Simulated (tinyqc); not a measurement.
Heavy doping: gap narrowing, degeneracy and the minority density, step by step. Values are carried at full precision from step to step, so a last printed digit may differ when a step is redone from the rounded ones.

Empirical narrowing (Slotboom form, constants chosen for the exercise; published fits of this form give the apparent narrowing, here it is taken as the true one): dEg = E0 [ln(N/N0) + sqrt(ln(N/N0)^2 + C)].

Constants: kB = 8.617333262e-05 eV/K; e^2/(4 pi eps0) = 14.39964547 eV angstrom.

Parameters, chosen for this exercise (gap and densities of states near those of Ge at this temperature; narrowing constants of the size fitted for Si, not for this material; shifted at random, so the results belong to these values and not to a real crystal): N = 1.5e+19 1/cm^3 (ionised donors, equal to the majority density); E0 = 7.68 meV (narrowing scale); N0 = 1.3e+17 1/cm^3 (onset density); C = 0.5 (smoothing constant); Nc = 1.03e+19 1/cm^3 (conduction-band density of states); Eg = 0.659 eV (gap); Nv = 4.79e+18 1/cm^3 (valence-band density of states); T = 300 K; eps = 15.2 (dielectric constant); Mv = 4 (majority valleys).

## Gap narrowing

Evaluate at N.

ln(N/N0) = 4.7483
dEg (empirical fit) = 73.34 meV

Well above N0 each decade of doping adds 2 E0 ln 10 = 35.4 meV.

## Degeneracy of the majority band

F_j(eta) = (1/Gamma(j + 1)) integral_0^infinity x^j dx/(1 + exp(x - eta)), which tends to exp(eta) for eta << 0.

Majority: N = Nc F_1/2(eta), eta the distance of EF beyond the majority band edge in kT. Degeneracy factor gam = F_1/2(eta)/exp(eta). ni0^2 = Nc Nv exp(-Eg/kT); product n p = ni0^2 gam exp(dEg/kT), dEg the true narrowing; apparent narrowing dEa = dEg + kT ln gam; minority density = n p/N.

Solve for eta and form gam.

N/Nc = 1.456
eta = 0.8807
gam = 0.6036

## Product and minority density

Combine both effects.

ni0 = 2.05e+13 1/cm^3
exp(dEg/kT) = 17.1
dEa = 60.3 meV
sqrt(n p) = 6.57e+13 1/cm^3
minority density = 2.88e+08 1/cm^3

Narrowing multiplies the product by 17.1 and degeneracy by 0.604; together they change the minority density by a factor 10.3 against ni0^2/N.

## Two estimates of the size

Two physical estimates, e2 = e^2/(4 pi eps0), N in 1/angstrom^3: exchange shift at the Fermi level, Ex = (e2/eps) kF/pi with kF = (3 pi^2 N/Mv)^(1/3); screened-pair energy (Lanyon-Tuft), Es = (3/4)(e2/eps) qs with qs^2 = (4 pi e2 N/(eps kT)) F_-1/2(eta)/F_1/2(eta).

Evaluate both at N.

kF = 0.04806 1/angstrom
Ex = 14.49 meV
Es = 48.29 meV

Against the fitted dEg = 73.3 meV, Ex is 0.20 and Es 0.66 times as large; each keeps one mechanism only, and Ex assumes a strongly degenerate gas, while here eta is only 0.88.

## Checks

- Minority density against the Boltzmann occupation of the other band at the narrowed gap (1/cm^3): both 2.878e+08.

tinyqc: `OMP_NUM_THREADS=1 python tinyqc.py 1682186 1682187 out.jsonl`; about 0.01 s, one thread, shared Intel(R) Xeon(R) Processor @ 2.30GHz.
